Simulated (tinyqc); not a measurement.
# On-chip interconnect, size-dependent resistivity and RC delay: two studies

A rectangular line between two neighbours and two ground planes. Surface and grain-boundary scattering are added to the bulk resistivity as corrections; capacitances are parallel-plate values without fringing; inductance is ignored.

Values chosen for this exercise; metal values close to those of cobalt:
```
symbol,value,unit,meaning
rho0,6.07,uohm cm,bulk resistivity
lam,11.5,nm,bulk mean free path
ps,0,,specular share of surface scattering
Rg,0.25,,reflection coefficient of grain boundaries
gr,2,,grain size over the metal width
wd,32,nm,drawn line width
AR,2,,"aspect ratio, height over width"
tl,1,nm,"liner on both walls and the bottom, not conducting"
sp,32,nm,space to the neighbouring lines
hd,54,nm,dielectric height to the planes above and below
ek,2.2,,relative permittivity of the dielectric
Mf,1,,Miller factor of the neighbours
Lw,340,um,line length
Cl,1.7,fF,load capacitance
rho2,7.99,uohm cm,bulk resistivity of the second metal (close to ruthenium)
lam2,6.55,nm,mean free path of the second metal
tl2,0,nm,liner of the second metal
```

Constants: eps0 = 8.8541878128e-12 F/m. Results are converted to the units shown.

Each table varies one quantity; the others keep the values above.

## Delay against the driver resistance

Metal width x = wd - 2 tl, height y = AR wd - tl; grain boundaries (Mayadas-Shatzkes): al = (lam/(gr x)) Rg/(1 - Rg), g = 1/[1 - 3 al/2 + 3 al^2 - 3 al^3 ln(1 + 1/al)] - 1; surfaces (Fuchs-Sondheimer, thick limit): s = (3/8) lam (1 - ps)(1/x + 1/y); rho = rho0 (1 + g + s); r = rho/(x y); c = eps0 ek (2 wd/hd + 2 Mf AR wd/sp). Elmore delay tE = Rd (c Lw + Cl) + r Lw (c Lw/2 + Cl); t50 is the time at which the far end of a ladder of 30 pi sections (half capacitances at both ends, Cl at the far end, a step applied through Rd) reaches half the step; line share r Lw/(Rd + r Lw); estimate 0.69 Rd (c Lw + Cl) + 0.38 r c Lw^2 + 0.69 r Lw Cl.

The same in every row: rho (uohm cm) = 7.928; r (ohm/um) = 41.95; c (fF/um) = 0.1010.

Delay against the driver resistance:
```
Rd (ohm)  tE (ps)  t50 (ps)  estimate (ps)  line share of the resistance (%)
50          270.9     205.1          204.1                             99.65
100         272.7     206.4          205.3                             99.30
400         283.5     214.6          212.8                             97.27
1000        305.2     230.7          227.7                             93.45
3000        377.2     283.4          277.4                             82.62
7000        521.4     386.0          376.9                             67.08
20000       989.9     712.7          700.2                             41.63
50000        2071      1463           1446                             22.19
```

What does the comparison show?

As Rd goes from 50 to 50000, r stays at 41.9 ohm/um, c stays at 0.101 fF/um and t50 rises from 205 to 1460 ps. t50/tE lies between 0.706 and 0.757, and the estimate is within 2.3 % of t50.

## Two metals against line width

Metal width x = wd - 2 tl, height y = AR wd - tl; grain boundaries (Mayadas-Shatzkes): al = (lam/(gr x)) Rg/(1 - Rg), g = 1/[1 - 3 al/2 + 3 al^2 - 3 al^3 ln(1 + 1/al)] - 1; surfaces (Fuchs-Sondheimer, thick limit): s = (3/8) lam (1 - ps)(1/x + 1/y); rho = rho0 (1 + g + s); r = rho/(x y). The second metal has rho2, lam2 and tl2 in place of rho0, lam and tl; ps, Rg, gr and AR are shared.

Results:
```
wd (nm)  rho, first (uohm cm)  rho, second (uohm cm)  r, first (ohm/um)  r, second (ohm/um)  ratio second/first
5                      23.104                 16.376             8557.1              3275.1             0.38273
6.5                    17.707                 14.453             3279.0              1710.4             0.52162
8                      14.927                 13.248             1658.6              1035.0             0.62405
10                     12.797                 12.203             841.93              610.14             0.72469
13                     11.020                 11.235             400.71              332.41             0.82955
17                     9.7330                 10.475             196.63              181.23             0.92171
22                     8.8360                 9.9126             102.74              102.40             0.99667
45                     7.3723                 8.9321             19.264              22.055              1.1449
70                     6.8971                 8.5962             7.2970              8.7717              1.2021
120                    6.5482                 8.3439             2.3219              2.8972              1.2478
```

Estimate the missing row, wd = 30 nm.

Computed row:
```
wd (nm)  rho, first (uohm cm)  rho, second (uohm cm)  r, first (ohm/um)  r, second (ohm/um)  ratio second/first
30                     8.0582                 9.4015             48.778              52.231              1.0708
```

With this row back in the table: The resistivity of the first metal falls from 23.1 to 6.55 uohm cm and that of the second goes from 16.4 to 8.34 uohm cm as the line widens. The products rho0 lam, which set the size effect, are 69.8 and 52.3 uohm cm nm. The two resistances cross at wd = 22.3 nm: below it the second metal gives the lower line resistance. For widths well under the mean free path the thick-limit surface term is only a guide.

Computed by the program tinyqc: `OMP_NUM_THREADS=1 python tinyqc.py 2100088 2100089 out.jsonl`, one thread of a shared Intel Xeon 2.30GHz, about 0.01 s for the whole run.
